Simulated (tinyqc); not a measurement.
Inside a calculation: hole subbands of a hard-walled well, four-band Luttinger model. Values are carried at full precision from step to step, so a last printed digit may differ when a step is redone from the rounded ones.

Constants: hbar^2/2m0 = 3.80998211 eV angstrom^2.

Parameters, chosen for this exercise (near those of GaSb; shifted at random, so the results belong to these values and not to a real crystal):
- b = -1.91 eV (shear deformation potential)
- C11 = 90.9 GPa
- C12 = 38.4 GPa
- e_par = -0.0093 (strain in the plane)
- g1 = 13.53 (Luttinger gamma1)
- g2 = 4.64 (gamma2)
- L = 80 angstrom (well width along [001])
- g3 = 5.97 (gamma3)
- k = 0.0467 1/angstrom (wave vector in the plane)
- N = 3 (sines for each component)
- kmax = 0.094 1/angstrom (end of the path)

## Shear strain energy

e_perp = -2 (C12/C11) e_par and Zs = b (e_par - e_perp); Zs > 0 lifts the heavy-hole edge by Zs and lowers the light-hole edge by Zs.

e_perp = 0.00786
shear strain energy Zs = 0.03277 eV

## Levels at k = 0

R and S vanish: HHn = c (g1 - 2 g2)(n pi/L)^2 - Zs and LHn = c (g1 + 2 g2)(n pi/L)^2 + Zs, c = hbar^2/2m0, hole energies counted downwards. Sort HH1 to HH4 and LH1, LH2.

Levels:

| subband | E (eV) |
|---|---|
| HH1 | -0.0078 |
| HH2 | 0.0671 |
| LH1 | 0.1668 |
| HH3 | 0.1920 |
| HH4 | 0.3668 |
| LH2 | 0.5688 |

The top subband is HH1, 74.9 meV from HH2. In so narrow a gap the light holes are also strongly non-parabolic.

## The matrix at one k

Hole energies are counted downwards from the unstrained band edge, c = hbar^2/2m0. After the usual block transformation one block is H = [[P + Q - Zs, R - i S], [R + i S, P - Q + Zs]] in (heavy, light), with P +/- Q = c [(g1 +/- g2) k^2 + (g1 -/+ 2 g2) kz^2], R = sqrt(3) c gR k^2, S = 2 sqrt(3) c g3 k kz, kz = -i d/dz; axial approximation gR = (g2 + g3)/2. Zs = b (e_par - e_perp) is the shear part of the strain (the hydrostatic part shifts all levels alike and is left out). Basis sqrt(2/L) sin(n pi z/L), n = 1 to N, for each component: kz^2 gives (n pi/L)^2 and the heavy-light block is R delta_nm - 2 sqrt(3) c g3 k D_nm with D_nm = 4 n m/(L (n^2 - m^2)) for n + m odd, 0 otherwise. The other block has the same levels. The split-off band is left out.

Fill in the 2N x 2N matrix, in meV.

H(k) (meV):
```
        h1       h2       h3       l1       l2       l3
h1  143.18        0        0    76.35   122.65        0
h2       0   218.09        0  -122.65    76.35   220.78
h3       0        0   342.94        0  -220.78    76.35
l1   76.35  -122.65        0   240.66        0        0
l2  122.65    76.35  -220.78        0   642.72        0
l3       0   220.78    76.35        0        0  1312.81
```

## Levels and mixing

Diagonalise; give the four lowest hole energies and the weight of the heavy component (the first half of the basis) in each.

levels (meV): 51.76  100.96  248.75  351.02

heavy weight: 0.647  0.833  0.882  0.364

The most mixed of the four is number 4, with 36 % heavy character. Against 60 sines these levels lie 1.1, 5.1, 47.7 and 62.5 meV too high: the small basis is not converged.

## Dispersion in the plane

N = 20, nine points from 0 to kmax.

Hole energies (meV):

| k (1/angstrom) | E1 | E2 | E3 | E4 | heavy weight of 1 | heavy weight of 2 |
|---|---|---|---|---|---|---|
| 0.0000 | -7.80 | 67.11 | 166.79 | 191.97 | 1.000 | 1.000 |
| 0.0118 | -0.17 | 64.89 | 179.49 | 190.09 | 0.996 | 0.921 |
| 0.0235 | 19.94 | 63.43 | 186.78 | 212.12 | 0.964 | 0.809 |
| 0.0352 | 40.24 | 74.06 | 188.17 | 253.55 | 0.806 | 0.826 |
| 0.0470 | 50.91 | 96.44 | 201.62 | 289.40 | 0.642 | 0.825 |
| 0.0587 | 61.34 | 112.54 | 223.06 | 320.45 | 0.558 | 0.744 |
| 0.0705 | 75.35 | 123.13 | 237.17 | 355.76 | 0.504 | 0.673 |
| 0.0823 | 93.49 | 133.97 | 244.15 | 383.53 | 0.466 | 0.619 |
| 0.0940 | 115.72 | 147.81 | 250.14 | 397.99 | 0.437 | 0.578 |

At small k the hole energy falls in subbands 2 and 4: an electron-like mass, caused by repulsion from a deeper subband. E2 - E1 is smallest, 32.1 meV, at k = 0.0940 of the points listed. The top subband goes from 1.00 to 0.44 in heavy weight.

## Mass of HH1 in the plane

Second order in k: 1/m = g1 + g2 - sum_n 12 c g3^2 D_1n^2/(LHn - HH1) over even n up to 60, with D_1n = 4n/(L (n^2 - 1)) in size, LHn - HH1 = c [(g1 + 2 g2) n^2 - (g1 - 2 g2)](pi/L)^2 + 2 Zs, c = hbar^2/2m0.

LHn - HH1 for n = 2, 4, 6 (meV): 576.6  2184.9  4865.3
terms for n = 2, 4, 6: 3.1398  0.1326  0.0246
sum of all terms = 3.3114
mass without mixing, 1/(g1 + g2) = 0.0550 m0
1/m with mixing = 14.8586 1/m0

Mixing with the light holes takes m from 0.055 to 0.067 m0.

## Checks

- 1/m of HH1 from the full matrix (N = 60) at small k against second order: both 14.859.
- The 2 x 2 block with gR = g2 (k along [100]) for a plane wave (k, 0, pi/L) against the bulk heavy-hole formula, eV: both 0.03194.
- Lowest level at the given k on a real-space grid of 240 points against 60 sines, eV: both 0.0507.

Program tinyqc; command `OMP_NUM_THREADS=1 python tinyqc.py 1281207 1281208 out.jsonl`; about 0.2 s on one thread of a shared Intel(R) Xeon(R) Processor @ 2.30GHz.
